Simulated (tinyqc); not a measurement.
Worked calculation: Hubbard chain of 5 sites. One step of it, computed by the program tinyqc.

Question. Mean-field iteration 2. H(up) = T + U n(down), H(down) = T + U n(up); fill the lowest levels; n(new) = n + mixing (n(out) - n); E = tr T (rho up + rho down) + U sum n_up n_down of the output.

one-body matrix (hopping and site energies) (eV), order 1, 2, 3, 4, 5:
$$\begin{pmatrix}
0.000000 & -0.680000 & 0.000000 & 0.000000 & 0.000000 \\
-0.680000 & 0.000000 & -0.680000 & 0.000000 & 0.000000 \\
0.000000 & -0.680000 & 0.000000 & -0.680000 & 0.000000 \\
0.000000 & 0.000000 & -0.680000 & 0.000000 & -0.680000 \\
0.000000 & 0.000000 & 0.000000 & -0.680000 & 0.000000
\end{pmatrix}$$

U = 5.400000 eV

electrons, up and down: [3, 2]

mixing = 0.500000

n(up) after iteration 1: 1 0.932292, 2 0.183639, 3 0.918138, 4 0.183639, 5 0.932292

n(down) after iteration 1: 1 0.067708, 2 0.816361, 3 0.081862, 4 0.816361, 5 0.067708

Give: levels, up; levels, down; energy; n(up) after iteration 2; n(down) after iteration 2.

Answer.

levels, up (eV): [0.0909, 0.2543, 0.3951, 4.5197, 4.7300]

levels, down (eV): [0.6700, 0.8803, 5.0049, 5.1457, 5.3091]

energy = -0.6423 eV

n(up) after iteration 2: 1 0.9540, 2 0.1157, 3 0.9357, 4 0.1157, 5 0.9540

n(down) after iteration 2: 1 0.0460, 2 0.8843, 3 0.0643, 4 0.8843, 5 0.0460
